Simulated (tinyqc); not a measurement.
Comparisons within one model: fitting sp3s* parameters to three gaps by Newton steps. A value that a table varies takes the place of the one given here.

sp3s* tight binding, nearest neighbours only: anion (a) at 0, cation (c) at a/4 (1,1,1), orbitals s, px, py, pz, s* on each; k in units of 2 pi/a. With phases e_j = exp(i (pi/2) k.n_j) for n = (1,1,1), (1,-1,-1), (-1,1,-1), (-1,-1,1): g0 = (e1+e2+e3+e4)/4, g1 = (e1+e2-e3-e4)/4, g2 = (e1-e2+e3-e4)/4, g3 = (e1-e2-e3+e4)/4. The diagonal holds the levels Esa, Epa, Exa (s*) and Esc, Epc, Exc. Anion-cation block: <sa|sc> = Vss g0; <sa|xc> = Vsapc g1; <xa|sc> = -Vscpa g1; <xa|xc> = Vxx g0; <xa|yc> = <ya|xc> = Vxy g3, <xa|zc> = <za|xc> = Vxy g2, <ya|zc> = <za|yc> = Vxy g1; <s*a|xc> = Vxapc g1; <xa|s*c> = -Vpaxc g1; y and z take g2 and g3 in place of g1; s-s* and s*-s* vanish.

Gaps are level 5 at Gamma, X = (1,0,0) and L = (1/2,1/2,1/2) less level 4 at Gamma; no spin-orbit coupling. Free parameters: Esc, Vsapc and Exc. H is linear in them, so by Hellmann-Feynman J_ij = <u|dH/dp_j|u> for level 5 at point i less the same for level 4 at Gamma. Newton: p(new) = p + J^-1 (target - gaps); stop when all misses are below 1e-7 eV.

Constants: hbar^2/2m0 = 3.80998211 eV angstrom^2.

Inputs chosen for the exercise (out of a larger set: near a published set for AlAs, fitted to gaps, whose masses and valley positions are rough; not measured data):

| symbol | value | unit | meaning |
|---|---|---|---|
| p | (-7.561, 0.981, -1.156, 3.612, 7.527, 6.774, -6.712, 1.88, 4.308, 5.077, 5.464, 4.504, 4.959) | eV | start, order Esa, Epa, Esc, Epc, Exa, Exc, Vss, Vxx, Vxy, Vsapc, Vscpa, Vxapc, Vpaxc |
| tg | (3.1337, 2.2913, 2.6883) | eV | target gaps at Gamma, X, L |
| a | 5.658 | angstrom | lattice constant |

## Equal gaps, different models

The same three targets are met with other triples of free parameters (those for which Newton converges within 3 eV of the start). Not fitted: level 5 at K = (3/4,3/4,0) above Ev, the spacing of levels 6 and 5 at X, the depth of level 2 at X below Ev, the valence width at Gamma, and the mass c q^2/(E(q) - E(0)) of level 5 along [100], q = 0.002 (2 pi/a), c = hbar^2/2m0.

Unfitted results:

| free parameters | largest change (eV) | K (eV) | X spacing (eV) | level 2 at X (eV) | valence width (eV) | mass (m0) |
|---|---|---|---|---|---|---|
| start | 0.000 | 2.372 | 0.375 | 6.483 | 11.797 | 0.3058 |
| Vss, Vxapc, Vpaxc | 0.078 | 2.345 | 0.362 | 6.510 | 11.855 | 0.3166 |
| Esc, Vxapc, Vpaxc | 0.252 | 2.345 | 0.306 | 6.534 | 11.775 | 0.3136 |
| Vss, Vsapc, Vpaxc | 0.063 | 2.345 | 0.417 | 6.475 | 11.855 | 0.3187 |
| Esa, Vxapc, Vscpa | 0.199 | 2.345 | 0.365 | 6.425 | 11.655 | 0.3257 |
| Vss, Exa, Exc | 0.109 | 2.345 | 0.368 | 6.490 | 11.855 | 0.3166 |
| Esc, Vsapc, Exc | 0.248 | 2.345 | 0.357 | 6.461 | 11.775 | 0.3157 |

All fitted rows have the same three gaps, yet they spread by 1 meV at K, 111 meV in the X spacing, 109 meV in level 2 at X, 199 meV in the valence width and 3.8 % in the mass. The smallest change of parameters, 0.063 eV, is that of Vss, Vsapc, Vpaxc. A fit fixes what it was given and leaves the rest to the choice of free parameters.

## How errors in the targets pass to the parameters

J:
```
           Esc    Vsapc      Exc
Gamma  0.71531  0.00000  0.00000
X      0.00000  0.51044  0.00000
L      0.38062  0.32470  0.05189
```

The gaps at Gamma, X and L of an sp3s* model are fitted with Esc, Vsapc and Exc; J holds the derivatives of the gaps by these parameters at the start. The change of each parameter for +10 meV on one target is 10 J^-1, in meV.

Shifts (meV):

| target raised | Esc | Vsapc | Exc |
|---|---|---|---|
| Gamma | 14.0 | 0.0 | -102.6 |
| X | 0.0 | 19.6 | -122.6 |
| L | 0.0 | 0.0 | 192.7 |

root sum of squares (meV): Esc 14.0, Vsapc 19.6, Exc 250.4

Independent errors of 10 meV leave Exc least certain (250 meV) and Esc best fixed (14.0 meV). The largest single entry, 193 meV, comes from the target at L.

tinyqc: `OMP_NUM_THREADS=1 python tinyqc.py 1480656 1480657 out.jsonl`; about 0.1 s, one thread, shared Intel(R) Xeon(R) Processor @ 2.30GHz.
